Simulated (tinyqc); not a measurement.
Thickness series: Landau-Devonshire theory of a uniaxial ferroelectric. Computed by tinyqc, a small Python program. Command: `OMP_NUM_THREADS=1 python tinyqc.py 3025393 3025394 out.jsonl ferro walk`. One thread of a shared host (Intel(R) Xeon(R) Processor @ 2.30GHz), about 0.01 s of CPU time with the checks.

G(P) = (alpha/2) P^2 + (beta*/4) P^4 + (gamma/6) P^6 - E P per volume, SI units, one domain, P along the polar axis, which is normal to the film.

Inputs (values chosen for the exercise, for a model ferroelectric):
```
quantity                          value             unit
alpha_0                        1.04e+06      J m/(C^2 K)
Curie-Weiss temperature T0          460                K
beta                            2.2e+08        J m^5/C^4
gamma                          5.85e+09        J m^9/C^6
temperature T                       252                K
misfit strain u_m                -0.014                -
electrostriction Q12             -0.015          m^4/C^2
compliance s11 + s12              6e-12            m^2/N
film thickness d                     13               nm
screening length lambda           0.037               nm
background permittivity eps_b         7                -
series capacitance C_d              5.3  microfarad/cm^2
```

Sample: epitaxial film.

Constants: eps_0 = 8.8541878128e-12 F/m.

Method:
- alpha = alpha_0 (T - T0*), with clamping: T0* = T0 + 4 Q12 u_m/(alpha_0 (s11 + s12)), beta* = beta + 4 Q12^2/(s11 + s12).
- Ps^2 = [-beta* + sqrt(beta*^2 - 4 alpha gamma)]/(2 gamma).
- chi = 1/(eps_0 G''), G'' = alpha + 3 beta* P^2 + 5 gamma P^4 at Ps. Ps, chi and the coercive field are for perfect screening, without a depolarising field. The intrinsic coercive field is |alpha P + beta* P^3 + gamma P^5| at the P_c where G'' = 0. 1 C/m^2 = 100 microcoulomb/cm^2.
- Between shorted electrodes with screening length lambda each, the depolarising field is -k P, k = 2 lambda/(eps_0 (d + 2 lambda eps_b)), so alpha turns into alpha + k.
- The polar state is the lowest uniform state while alpha + k < 0 (beta* > 0) or < 3 beta*^2/(16 gamma) (beta* < 0); setting the equality gives the critical thickness d_c.
- Domains are left out, though they can pre-empt both the loss of P and the state at P = 0. The second and third columns are for the shorted capacitor, polar only where it is the lowest uniform state: alpha + k < 0 (beta* > 0) or < 3 beta*^2/(16 gamma) (beta* < 0). The last column is another circuit, the film in series with C_d at P = 0: 1/C = (alpha d)/(1 + alpha eps_0 eps_b) + 1/C_d, and P = 0 is locally stable while 1/C > 0; a dash marks the rest.

alpha = -3.56320e+08 J m/C^2

beta* = 3.70e+08 J m^5/C^4

critical thickness d_c = 22.9374 nm

spontaneous polarisation Ps = 46.6039 microcoulomb/cm^2

Against thickness:
```
d (nm)  P (microcoulomb/cm^2)  depolarising field (MV/m)  C of the stack / C_d
1                       0.000                      0.000                1.0197
2                       0.000                      0.000                1.0402
3                       0.000                      0.000                1.0615
5                       0.000                      0.000                1.1069
8                       0.000                      0.000                1.1827
15                      0.000                      0.000                1.4078
30                     30.206                     82.723                2.3772
60                     40.508                     55.942                     -
150                    44.421                     24.665                     -
```

What does the comparison show, and why?

The polar state appears between 15 and 30 nm (d_c = 22.9 nm), and at 150 nm P is 95.3 % of Ps. The stack exceeds C_d wherever it is stable, up to 2.38 times: the ferroelectric held at P = 0 acts as a negative capacitance. Caution: far below T0* the expansion with linear alpha(T) is only a fit.

Extremes, crossings and ranges named in words are read from the listed rows.
